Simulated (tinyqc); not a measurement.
Inside a calculation. Method: power iteration on a symmetric matrix. Computed by tinyqc, a small Python program that keeps every step. Settings: method = power, shift = 0.22. Command: `OMP_NUM_THREADS=1 python tinyqc.py 21521 21522 out.jsonl` (the two numbers bound the seeds that draw the settings). One thread of a shared host (Intel(R) Xeon(R) Processor @ 2.60GHz), about 0.01 s of CPU time with the checks.

## Step 1

A:
```
,1,2,3,4
1,0.027000,0.689000,0.418000,0.191000
2,0.689000,0.042000,-1.288000,-0.226000
3,0.418000,-1.288000,1.926000,-0.081000
4,0.191000,-0.226000,-0.081000,4.599000
```

vector v at the start: 0.500000  0.500000  0.500000  0.500000

shift = 0.220000

w = (A - shift) v; v' = w/|w| with its largest component positive (the first on a tie); lambda = v'^T A v'.

vector after step 1: 0.241302  -0.219028  0.164871  0.930923

Rayleigh quotient after step 1 = 4.248075

## Step 2

As before.

vector after step 2: 0.011707  -0.051710  0.139995  0.988732

Rayleigh quotient after step 2 = 4.558093

## Step 3

As before.

vector after step 3: 0.048039  -0.088634  0.052800  0.993503

Rayleigh quotient after step 3 = 4.603042

## Course of the iteration

Stop when the residual |A v - lambda v| is below 1e-9.

Steps:
```
step,lambda,residual
1,4.24807527,1.21e+00
2,4.55809293,4.42e-01
3,4.60304158,1.84e-01
4,4.61244915,8.62e-02
5,4.61480251,4.37e-02
6,4.61544472,2.29e-02
7,4.61562625,1.22e-02
8,4.61567824,6.55e-03
9,4.61569319,3.51e-03
10,4.61569750,1.89e-03
11,4.61569875,1.01e-03
12,4.61569911,5.44e-04
13,4.61569921,2.92e-04
14,4.61569924,1.57e-04
15,4.61569925,8.42e-05
16,4.61569925,4.52e-05
17,4.61569925,2.43e-05
18,4.61569925,1.30e-05
19,4.61569925,7.01e-06
20,4.61569925,3.76e-06
21,4.61569925,2.02e-06
22,4.61569925,1.09e-06
23,4.61569925,5.83e-07
24,4.61569925,3.13e-07
25,4.61569925,1.68e-07
26,4.61569925,9.03e-08
27,4.61569925,4.85e-08
28,4.61569925,2.60e-08
29,4.61569925,1.40e-08
30,4.61569925,7.51e-09
```

all eigenvalues, for comparison: -1.173400  0.570955  2.580746  4.615699

Not converged in 30 steps: the residual falls only by the ratio of the two largest distances of eigenvalues from the shift, 0.54 a step.
